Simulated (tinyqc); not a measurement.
# Length offset and series resistance from crossing lines

Inverse problem. R_total = Rs + k (L - dL)/Vo with constant Rs, dL and k. Find k, dL and Rs.

R_total at (L, Vo) = (30, 0.43), (90, 0.43), (30, 0.74) and (90, 0.74), L in nm and Vo in V (ohm um): [429.20930, 680.37209, 387.64865, 533.59459]

Answer. At each overdrive R is a straight line in L with slope k/Vo; the two lines cross at L = dL, R = Rs.

k = 1.800 ohm um V/nm
dL = 6.300 nm
Rs = 330.0 ohm um

Computed by the program tinyqc: `OMP_NUM_THREADS=1 python tinyqc.py 2282064 2282065 out.jsonl`, one thread of a shared Intel Xeon 2.30GHz, about 0.03 s for the whole run.
